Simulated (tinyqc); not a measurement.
# Input admittance of a MOSFET at zero drain bias: distributed channel and distributed gate: what changes with what

Source and drain grounded, strong inversion, w = 2 pi f, Cox = eps0 eox/tox. The channel is an RC line of resistance 1/(mu Cox Vo) per square fed from both ends, so one finger has the intrinsic admittance y = i w Cox L tanh(g)/g per width, g = (1/2) sqrt(i w tau), tau = L^2/(mu Vo). The vertical resistance rv/L is in series with y, the overlaps 2 i w Cov in parallel: y_t = 1/(1/y + rv/L) + 2 i w Cov. The gate strip is a line of Rsh/L per length loaded by y_t, so a finger has Y = y_t Wf tanh(k)/k, k = (Wf/sd) sqrt(y_t Rsh/L); the device has Nf Y.

Inputs (values chosen for the exercise); values of the order met in silicon radio-frequency transistors:
```
symbol  value        unit                                                                 meaning
eox      9.04              relative permittivity of the gate insulator (close to aluminium oxide)
tox       3.7          nm                                                     insulator thickness
L        0.47          um                                                          channel length
Wf          9          um                                                            finger width
Nf         16                                                                   number of fingers
mu        150  cm^2/(V s)                                                        channel mobility
Vo       0.63           V                                                          gate overdrive
Rsh       4.8  ohm/square                                            sheet resistance of the gate
rv          0    ohm um^2                                  vertical resistivity of the gate stack
sd          2                                       number of ends at which a finger is contacted
Cov      0.22       fF/um                             overlap and fringe capacitance on each side
f         4.7         GHz                                                               frequency
```

Constants: eps0 = 8.8541878128e-14 F/cm where lengths are in cm. Results are converted to the units shown.

Each table varies one quantity; the others keep the values above.

## Input impedance against frequency

Low-frequency limits, with c = Cox L and ct = c + 2 Cov: R_strip = Rsh Wf/(3 sd^2 L Nf), R_ch = (c/ct)^2 L/(12 mu Cox Vo Wf Nf), R_vert = (c/ct)^2 rv/(L Wf Nf), C = ct Wf Nf. Z = 1/(Nf Y) = R + 1/(i w C), Q = |Im Z|/R, far-point signal |1/cosh k|.

The same in every row: low-frequency R (ohm) = 1.701.

Input impedance against frequency:
```
f (GHz)     w tau      |k|  R (ohm)  C (fF)       Q  signal at the far point
0.05     0.007344  0.02625    1.701    1527    1225                    1.000
0.1       0.01469  0.03713    1.701    1527   612.5                    1.000
0.3       0.04406  0.06430    1.701    1527   204.2                    1.000
0.9        0.1322   0.1114    1.701    1527   68.06                   0.9999
3          0.4406   0.2033    1.701    1527   20.43                   0.9991
7           1.028   0.3098    1.700    1525   8.772                   0.9953
20          2.937   0.5148    1.694    1504   3.123                   0.9659
50          7.344   0.7502    1.659    1400   1.370                   0.8673
100         14.69   0.9064    1.565    1158  0.8779                   0.7693
```

What does the table show?

R falls from 1.70 to 1.57 ohm and C falls from 1530 to 1160 fF. Q goes as f^(-1.00) between the first two rows and f^(-0.64) between the last two, where w tau = 14.7 and |k| = 0.906. The low-frequency limits hold both R and C within 5 % up to f = 20 GHz among the rows.

## Dividing a fixed width into fingers

Total width Wf Nf = 140 um; each finger also has a contact resistance Rc at each contacted end, which adds Rc/(sd Nf). The resistances are low-frequency limits, good while |k| is below about 1; the far-point signal is |1/cosh k| at f, without Rc.

The same in every row: R_ch + R_vert (ohm) = 1.257.

Dividing a fixed width into fingers:
```
Nf   Wf (um)  R_strip (ohm)  Rc/(sd Nf) for Rc = 30 ohm (ohm)  sum (ohm)  signal at the far point
1      140.0          119.1                             15.00      135.4                   0.1129
2      70.00          29.79                             7.500      38.54                   0.5014
4      35.00          7.447                             3.750      12.45                   0.9070
8      17.50          1.862                             1.875      4.994                   0.9885
16     8.750         0.4654                            0.9375      2.660                   0.9980
32     4.375         0.1164                            0.4688      1.842                   0.9996
64     2.188        0.02909                            0.2344      1.521                   0.9999
128    1.094       0.007272                            0.1172      1.382                    1.000
```

What does the table show?

R_strip falls as 1/Nf^2, from 119 to 0.00727 ohm, the contact term as 1/Nf, and R_ch + R_vert stays at 1.26 ohm since the total width is fixed. The sum is within a factor 1.5 of that floor from Nf = 32 on. More fingers add wiring capacitance, which is left out.

tinyqc, about 0.01 s, one thread, Intel Xeon 2.30GHz (shared host): `OMP_NUM_THREADS=1 python tinyqc.py 2262066 2262067 out.jsonl`
